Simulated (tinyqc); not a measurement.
A log to judge: Landau-Devonshire theory of a uniaxial ferroelectric. Computed by tinyqc. Command: `OMP_NUM_THREADS=1 python tinyqc.py 3016662 3016663 out.jsonl ferro walk`. One thread of a shared host (Intel(R) Xeon(R) Processor @ 2.30GHz), about 0.01 s of CPU time with the checks.

G(P) = (alpha/2) P^2 + (beta*/4) P^4 + (gamma/6) P^6 - E P per volume, SI units, one domain, P along the polar axis.

Inputs (values chosen for the exercise, modelled on lead titanate):
```
quantity                         value         unit
alpha_0                         727000  J m/(C^2 K)
Curie-Weiss temperature T0         752            K
beta                         -2.87e+08    J m^5/C^4
gamma                         1.55e+09    J m^9/C^6
temperature T                      404            K
applied field E                    4.9         MV/m
start of Newton steps P0/Ps       0.35            -
```

Sample: free crystal.

Constants: eps_0 = 8.8541878128e-12 F/m.

Method:
- alpha = alpha_0 (T - T0*), T0* = T0, beta* = beta.
- Ps^2 = [-beta* + sqrt(beta*^2 - 4 alpha gamma)]/(2 gamma).
- chi = 1/(eps_0 G''), G'' = alpha + 3 beta* P^2 + 5 gamma P^4 at Ps. Ps, chi and the coercive field are for perfect screening, without a depolarising field. The intrinsic coercive field is |alpha P + beta* P^3 + gamma P^5| at the P_c where G'' = 0. 1 C/m^2 = 100 microcoulomb/cm^2.
- Solve G'(P) = alpha P + beta* P^3 + gamma P^5 - E = 0 by P(new) = P - G'/G'' from P0; stop when the step is below 1e-11 C/m^2 (G' under 1e-6 MV/m is shown as 0).

Newton steps:
```
step  P (microcoulomb/cm^2)     G' (MV/m)  G'' (MJ m/C^2)
1                   24.9229  -7.09064e+01        -276.575
2                   -0.7144  -3.09248e+00        -253.040
3                   -1.9365   1.43866e-03        -253.318
4                   -1.9360             0        -253.318
```

Can the last value be used, and what does the course show?

No. The steps end on a root with G'' < 0, the maximum of G between the wells: the start lay inside P_c, where the curvature is negative. Reruns converge with start of Newton steps P0/Ps = 1.0; or with start of Newton steps P0/Ps = 2.0.
